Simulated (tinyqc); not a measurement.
# Worked calculation: short-channel transistor, virtual-source model with series resistance

Program tinyqc, `OMP_NUM_THREADS=1 python tinyqc.py 2380173 2380174 out.jsonl`; Intel Xeon 2.30GHz, shared host, one thread, about 0.02 s. Printed values are rounded.

The current per gate width is the charge at the top of the source barrier (the virtual source) times its velocity times a saturation function; al and be are fitting constants of the model. Units: I in uA/um, Rs in ohm um, so I Rs = 1e-6 I Rs in volts; Q in uC/cm^2, so I = 1e-4 Q vx0 Fsat with vx0 in cm/s.

Parameters, values chosen for the exercise:
```
symbol   value        unit                                                         meaning
T          273           K                                                     temperature
Cinv      3.02     uF/cm^2                                           inversion capacitance
vx0     8.91e6        cm/s                                  velocity at the virtual source
mu         300  cm^2/(V s)                                               apparent mobility
L           32          nm                                                  channel length
VT0      0.312           V                                 threshold at zero drain voltage
dl       0.045         V/V                                  drain-induced barrier lowering
n0         1.4                                                         subthreshold factor
nd         0.1         1/V                                  growth of n with drain voltage
al         3.5              threshold shift (in units of Vt) from weak to strong inversion
be         1.6                                                     sharpness of saturation
Rs          90      ohm um                               series resistance of each contact
Vgs        0.9           V                                                    gate voltage
Vds       0.05           V                                                   drain voltage
```

Constants: q = 1.602176634e-19 C, kB = 1.380649e-23 J/K, Vt = kB T/q. Results are converted to the units shown.

## Iteration 1: current through the series resistance

I at the start = 0 uA/um

Intrinsic voltages Vg' = Vgs - I Rs, Vd' = Vds - 2 I Rs. n = n0 + nd Vd', VT = VT0 - dl Vd', Ff = 1/(1 + exp((Vg' - VT + al Vt/2)/(al Vt))), Q = Cinv n Vt ln(1 + exp((Vg' - VT + al Vt Ff)/(n Vt))), Vdsat = (vx0 L/mu)(1 - Ff) + Vt Ff, Fsat = u/(1 + u^be)^(1/be) with u = Vd'/Vdsat, and I(out) = Q vx0 Fsat per width. (Fsat takes the sign of u.) Newton step: I(new) = I + (I(out) - I)/(1 - s), s = dI(out)/dI by a central difference with +/- 0.001 uA/um.

Vg' = 0.9 V
Vd' = 0.05 V
VT = 0.309750 V
Ff = 4.67068e-4
Q = 1.78267 uC/cm^2
Vdsat = 0.0950066 V
Fsat = 0.434654
I(out) = 690.387 uA/um
s = -1.94458
I after iteration 1 = 234.460 uA/um

## Iteration 2: current through the series resistance

As before.

Vg' = 0.878899 V
Vd' = 0.00779724 V
VT = 0.311649 V
Ff = 6.17491e-4
Q = 1.71325 uC/cm^2
Vdsat = 0.0949958 V
Fsat = 0.0811540
I(out) = 123.882 uA/um
s = -2.82974
I after iteration 2 = 205.586 uA/um

## Course of the iteration: current through the series resistance

Stop when I changes by less than 1e-7 uA/um, or after 80 iterations.

Course of the iteration:
```
iteration  I (uA/um)  |change| (uA/um)
1            234.460               234
2            205.586              28.9
3            205.320             0.266
4            205.320           2.80e-5
5            205.320           < 1e-10
```

Converged in 5 iterations. At the end the number of correct digits about doubles with each step.

## What the series resistance costs

converged I = 205.320 uA/um
I0 = 690.387 uA/um

Intrinsic voltages Vg' = Vgs - I Rs, Vd' = Vds - 2 I Rs. n = n0 + nd Vd', VT = VT0 - dl Vd', Ff = 1/(1 + exp((Vg' - VT + al Vt/2)/(al Vt))), Q = Cinv n Vt ln(1 + exp((Vg' - VT + al Vt Ff)/(n Vt))), Vdsat = (vx0 L/mu)(1 - Ff) + Vt Ff, Fsat = u/(1 + u^be)^(1/be) with u = Vd'/Vdsat, and I = Q vx0 Fsat per width. I0 is the current for Rs = 0. Effective velocity I/Q; transit time L Q/I.

loss against I0 = 70.2601 %
effective velocity = 1.19242e6 cm/s
transit time = 2.68361 ps

The carriers leave the virtual source at 13.4 % of vx0: Vd' is not large against Vdsat.
